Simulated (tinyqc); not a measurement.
## Dose and depth of a threshold implant

Question. A sheet of D acceptors per cm^2 lies at depth xi inside the depleted layer of a body doped Na. In the depletion approximation VT = Vfb + f2 + q D/Cox + gamma sqrt(f2 + Vsb - q D xi/(eps0 eps_r)), gamma = sqrt(2 eps0 eps_r q Na)/Cox, Cox = eps0 eox/tox. Find gamma, D and xi.

Parameters, values chosen for the exercise; band and dielectric values close to those of silicon: relative permittivity eps_r = 11.5; acceptor density deep in the body Na = 9e15 cm^-3; relative permittivity of the gate insulator (close to silicon dioxide) eox = 3.9; insulator thickness tox = 11 nm; flat-band voltage Vfb = -0.56 V; band bending 2 phiF at threshold f2 = 0.716 V.

Constants: q = 1.602176634e-19 C, eps0 = 8.8541878128e-14 F/cm where lengths are in cm. Results are converted to the units shown.

VT against the source at Vsb = 0 and 2.8 V (V): [0.42879654, 0.61561695]

Solution. With y^2 = f2 - q D xi/(eps0 eps_r) and d the difference of the thresholds over gamma, sqrt(y^2 + Vsb) - y = d gives y = (Vsb - d^2)/(2 d). The first threshold then gives D, and y^2 gives xi.

gamma = 0.1726 V^0.5
D = 2.800e11 cm^-2
xi = 34.00 nm

Program tinyqc, `OMP_NUM_THREADS=1 python tinyqc.py 2080019 2080020 out.jsonl`; Intel Xeon 2.30GHz, shared host, one thread, about 0.3 s.
